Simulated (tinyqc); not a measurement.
Resistance of a source-drain extension with a graded tip: two steps of the calculation.

y runs along the channel, the gate covers y > 0. The doping is N0 for y < y0 and N0 10^(-(y - y0)/la) beyond, uniform over the depth xj. Sheet conductance s(y) = q mu(N) max(N - Nch, 0) xj + (for y > 0) ma Cox Vo, with mu(N) = u0 + (u1 - u0)/(1 + (N/Nr)^au) and Cox = eps0 eox/tox. Current is taken as one-dimensional; depletion of the tip, spreading and the contact are left out. The metallurgical junction lies at yj, where N = Nch.

Values chosen for this exercise; mobility law close to that of holes in silicon: relative permittivity of the gate insulator (close to silicon dioxide) eox = 3.9; insulator thickness tox = 1.5 nm; active doping of the extension far from the gate N0 = 5.7e19 cm^-3; lateral abruptness la = 5.6 nm/decade; position under the gate where the fall begins (gate edge at 0) y0 = 0.4 nm; depth of the extension xj = 6 nm; channel doping Nch = 2.1e18 cm^-3; gate overdrive Vo = 0.52 V; mobility of the gate-induced layer ma = 48 cm^2/(V s); mobility at low doping u1 = 470.5 cm^2/(V s); mobility at high doping u0 = 44.9 cm^2/(V s); reference doping Nr = 2.23e17 cm^-3; exponent au = 0.719; gate length Lg = 30 nm.

Constants: q = 1.602176634e-19 C, eps0 = 8.8541878128e-14 F/cm where lengths are in cm. Results are converted to the units shown.

Problem 1. Sheet resistances and junction position. yj = y0 + la log10(N0/Nch); sheet resistance of the full extension 1/[q mu(N0)(N0 - Nch) xj] and of the gate-induced layer 1/(ma Cox Vo); metallurgical length Lg - 2 yj; ye is where the doped and the gate-induced conductances are equal.

Find: yj; sheet resistance of the extension; sheet resistance of the induced layer; metallurgical length; ye; N at ye.

Solution 1.

yj = 8.4285 nm
sheet resistance of the extension = 3598.1 ohm/square
sheet resistance of the induced layer = 17403 ohm/square
metallurgical length = 13.143 nm
ye = 4.4748 nm
N at ye = 1.0672e19 cm^-3

The gate takes over 3.95 nm before the junction, where N is still 5.08 times the channel doping.

Problem 2. Resistance of the overlapped part. Midpoint rule on 12 equal steps from 0 to yj: R_ov = sum h/s(y), per width.

Give: y; N; doped conductance; sheet resistance; R_ov.

Solution 2.

```
point  y (nm)  N (cm^-3)  doped conductance (uS)  sheet resistance (ohm/square)
0      0.3512   5.700e19                   277.9                           2982
1       1.054   4.357e19                   216.4                           3652
2       1.756   3.264e19                   165.5                           4484
3       2.458   2.445e19                   126.7                           5431
4       3.161   1.832e19                   96.76                           6484
5       3.863   1.372e19                   73.55                           7633
6       4.565   1.028e19                   55.34                           8865
7       5.268   7.702e18                   40.83                        1.017e4
8       5.970   5.770e18                   29.05                        1.156e4
9       6.673   4.323e18                   19.24                        1.304e4
10      7.375   3.239e18                   10.85                        1.464e4
11      8.077   2.426e18                   3.442                        1.642e4
```

R_ov = 74.00 ohm um

Numbers from tinyqc (`OMP_NUM_THREADS=1 python tinyqc.py 2282031 2282032 out.jsonl`; about 0.05 s on one thread of a shared Intel Xeon 2.30GHz).
